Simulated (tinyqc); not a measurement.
# Minority carriers and saturation current of a heavily doped emitter: two studies

n-type, parabolic bands, full ionisation. eta = (EF - Ec)/kB T solves N = Nc F12(eta), F12(x) = (2/sqrt(pi)) int_0^infinity sqrt(u)/(1 + exp(u - x)) du. The gap shrinks rigidly by dEg = a3 y^(1/3) + a4 y^(1/4) + a2 y^(1/2), y = N/1e18 cm^-3, an empirical law that is here taken as the true narrowing.

Parameters, values chosen for the exercise; band and dielectric values those of a made-up semiconductor: temperature T = 300 K; band gap Eg = 1.37 eV; conduction-band density of states at 300 K Nc = 3.41e19 cm^-3; valence-band density of states at 300 K Nv = 3.34e19 cm^-3; coefficient of (N/1e18)^(1/3) a3 = 8.1 meV; coefficient of (N/1e18)^(1/4) a4 = 3.6 meV; coefficient of (N/1e18)^(1/2) a2 = 1.4 meV; minority-hole mobility mup = 130 cm^2/(V s); Auger coefficient Cn = 1.6e-31 cm^6/s; defect lifetime ts = 1 us; emitter width W = 430 nm; recombination velocity at the contact S = 94000 cm/s.

Constants: q = 1.602176634e-19 C, kB = 1.380649e-23 J/K, Vt = kB T/q. Results are converted to the units shown.

Each table varies one quantity; the others keep the values above.

## Approximations to the Fermi level

With u = N/Nc: Boltzmann ln u; Joyce-Dixon ln u + 0.353553 u - 4.95009e-3 u^2 + 1.48386e-4 u^3 - 4.42563e-6 u^4; degenerate limit (3 sqrt(pi) u/4)^(2/3). The Einstein ratio is D/(mu Vt) = F12/Fm, Fm(x) = dF12/dx = (1/sqrt(pi)) int_0^infinity u^(-1/2)/(1 + exp(u - x)) du.

Approximations to the Fermi level:
```
N (cm^-3)	N/Nc	eta	Boltzmann	Joyce-Dixon	degenerate	D/(mu Vt)
1.5e18	0.043988	-3.1083	-3.1238	-3.1083	0.15065	1.0155
3.5e18	0.10264	-2.2403	-2.2765	-2.2403	0.26503	1.0362
8.1e18	0.23754	-1.3537	-1.4374	-1.3537	0.46371	1.0834
1.9e19	0.55718	-0.38938	-0.58486	-0.38938	0.81863	1.1940
4.3e19	1.2610	0.67015	0.23190	0.67015	1.4111	1.4309
1e20	2.9326	2.0736	1.0759	2.0735	2.4770	1.9617
2.3e20	6.7449	4.1059	1.9088	4.1046	4.3159	3.0407
5.3e20	15.543	7.4170	2.7436	7.3418	7.5296	5.1000
1.2e21	35.191	12.919	3.5608	9.5519	12.983	8.6988
```

Boltzmann is within 0.1 of eta up to N/Nc = 0.24, Joyce-Dixon within 0.01 up to 6.7, and the degenerate limit is off by 0.064 in the last row. The Einstein ratio rises from 1.02 to 8.70: degenerate carriers diffuse faster for the same mobility.

## Effect of the doping

ni = sqrt(Nc Nv) exp(-Eg/(2 Vt)), Eg in volts; degeneracy factor g = F12(eta) exp(-eta); nie^2 = ni^2 exp(dEg/kB T) g, p0 = nie^2/N; apparent narrowing dEg + kB T ln g. 1/tau = Cn N^2 + 1/ts, D = mup Vt, L = sqrt(D tau); J0 = (q p0 D/L)(s + tanh(W/L))/(1 + s tanh(W/L)), s = S L/D; the share recombining inside is 1 - 1/[cosh(W/L)(1 + tanh(W/L)/s)]. The mobility is held fixed.

Effect of the doping:
```
N (cm^-3)	apparent narrowing (meV)	p0 (cm^-3)	L (nm)	J0 (fA/cm^2)	share inside (%)
5.5e17	10.63	0.03018	1.790e4	0.2065	0.07675
1.1e18	13.22	0.01668	1.678e4	0.1141	0.08737
2.4e18	16.85	0.008798	1.322e4	0.06022	0.1406
4.9e18	20.90	0.005040	8332	0.03456	0.3535
1e19	25.61	0.002963	4446	0.02045	1.232
2.1e19	30.89	0.001731	2167	0.01230	5.006
4.4e19	35.57	9.898e-4	1040	0.007908	18.89
9.1e19	37.36	5.130e-4	503.4	0.005834	51.70
1.9e20	31.71	1.974e-4	241.2	0.004360	86.38
3.9e20	10.80	4.285e-5	117.5	0.001962	98.73
```

Read the table: what changes, and by how much?

The apparent narrowing goes from 10.6 through a maximum of 37.4 (at N = 9.1e19 cm^-3 among the rows listed) to 10.8 meV. p0 goes as N^(-0.86) between the first two rows and N^(-2.12) between the last two (-1 without narrowing or degeneracy), and J0 falls from 0.206 to 0.00196 fA/cm^2.

Range of the model: Band tails, non-parabolic bands and incomplete ionisation are left out.

tinyqc, about 0.01 s, one thread, Intel Xeon 2.30GHz (shared host): `OMP_NUM_THREADS=1 python tinyqc.py 2330166 2330167 out.jsonl`
